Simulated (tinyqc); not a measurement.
## MOS capacitor on a p-type substrate, surface potential from the exact charge relation: effect of the fixed charge at the interface on threshold and swing

Uniform p-type substrate, Boltzmann statistics, full ionisation, classical densities. psi is the surface potential against the body (positive when the bands bend down) and u = psi/Vt. Traps are spread evenly over the gap and neutral at flat band, so their charge is -q Dit psi; the minority quasi-Fermi level is shifted by Vb.

ni = sqrt(Nc Nv) exp(-Eg/(2 Vt)), Eg in volts; phiF = Vt ln(N/ni); Cox = eps0 eox/tox; Vfb = phiM - chi - (Eg - Vt ln(Nv/N)) - q Nf/Cox; VT = Vfb + [(2 phiF + Vb)(1 + q Dit/Cox) + sqrt(2 eps0 eps_r q N (2 phiF + Vb))/Cox]. gamma = sqrt(2 eps0 eps_r q N)/Cox; Wm = sqrt(2 eps0 eps_r (2 phiF + Vb)/(q N)); m = 1 + (eps0 eps_r/Wm + q Dit)/Cox; swing m Vt ln 10; Cmin/Cox = 1/(1 + Cox Wm/(eps0 eps_r)).

Values chosen for this exercise; band and dielectric values close to those of silicon:
```
symbol    value         unit                                                                 meaning
T           450            K                                                             temperature
Eg         1.14           eV                                                                band gap
eps_r      11.5                                                                relative permittivity
Nc      5.22e19        cm^-3                                  conduction-band density of states at T
Nv      4.87e19        cm^-3                                     valence-band density of states at T
chi        4.12           eV                                                       electron affinity
N        4.1e18        cm^-3                                       acceptor density of the substrate
eox         3.9               relative permittivity of the gate insulator (close to silicon dioxide)
tox         2.2           nm                                                     insulator thickness
phiM       5.02           eV                                                      gate work function
Dit           0  cm^-2 eV^-1                                              density of interface traps
Vb            0            V                    reverse bias of the inversion layer against the body
```

Constants: q = 1.602176634e-19 C, kB = 1.380649e-23 J/K, Vt = kB T/q, eps0 = 8.8541878128e-14 F/cm where lengths are in cm. Results are converted to the units shown.

The same in every row: 2 phiF (V) = 0.9454; gamma (V^0.5) = 0.7369; Wm (nm) = 17.12; m = 1.379; swing (mV/decade) = 123.1; Cmin/Cox = 0.2748.

Effect of the fixed charge at the interface on threshold and swing:
```
Nf (cm^-2)  Vfb (V)  VT (V)
-4e11       -0.1032   1.559
-2e11       -0.1236   1.538
0           -0.1440   1.518
2e11        -0.1645   1.497
4e11        -0.1849   1.477
6e11        -0.2053   1.457
8e11        -0.2257   1.436
```

Read the table: what changes, and by how much?

As Nf goes from -4e11 to 8e11, VT falls from 1.56 to 1.44 V, the swing stays at 123 mV/decade and Cmin/Cox stays at 0.275. The whole change of VT is that of Vfb: the curve shifts rigidly.

Numbers from tinyqc (`OMP_NUM_THREADS=1 python tinyqc.py 2060068 2060069 out.jsonl`; about 0.01 s on one thread of a shared Intel Xeon 2.30GHz).
